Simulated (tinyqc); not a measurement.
Worked calculation: G0W0 on RHF in the 6-31g basis, for H2, spin multiplicity 1. One step of it, computed by the program tinyqc.

Problem. Iteration 5 (converged): orbitals. Diagonalise F' = X^T F X, C = X C', fill 1 alpha and 1 beta electrons from the bottom; D = 2 C_occ C_occ^T. Each column has its largest component positive (the first on a tie).

converged F (hartree), order 1H 1s, 1H 2s, 2H 1s, 2H 2s:
```
[[-0.065835, -0.520715, -0.582884, -0.529849],
 [-0.520715, -0.340012, -0.529849, -0.374276],
 [-0.582884, -0.529849, -0.065835, -0.520715],
 [-0.529849, -0.374276, -0.520715, -0.340012]]
```

X, order 1H 1s, 1H 2s, 2H 1s, 2H 2s:
```
[[-0.730603, 0.772949, 0.907058, 0.270619],
 [2.271167, -0.659676, 0.291788, 0.317087],
 [0.730603, 0.772949, -0.907058, 0.270619],
 [-2.271167, -0.659676, -0.291788, 0.317087]]
```

Give: F' = X^T F X; orbital energies; coefficients C; D after iteration 5.

Solution.

F' = X^T F X (hartree):
```
[[0.8448, 0.0000, -0.6061, 0.0000],
 [0.0000, 0.7459, 0.0000, -0.1124],
 [-0.6061, 0.0000, 0.8663, 0.0000],
 [0.0000, -0.1124, 0.0000, -0.5992]]
```

orbital energies (hartree): [-0.6086, 0.2493, 0.7552, 1.4618]

coefficients C, order 1H 1s, 1H 2s, 2H 1s, 2H 2s:
```
[[0.3336, 0.1145, 0.7479, -1.1591],
 [0.2614, 1.8246, -0.6836, 1.3835],
 [0.3336, -0.1145, 0.7479, 1.1591],
 [0.2614, -1.8246, -0.6836, -1.3835]]
```

D after iteration 5, order 1H 1s, 1H 2s, 2H 1s, 2H 2s:
```
[[0.2226, 0.1744, 0.2226, 0.1744],
 [0.1744, 0.1367, 0.1744, 0.1367],
 [0.2226, 0.1744, 0.2226, 0.1744],
 [0.1744, 0.1367, 0.1744, 0.1367]]
```
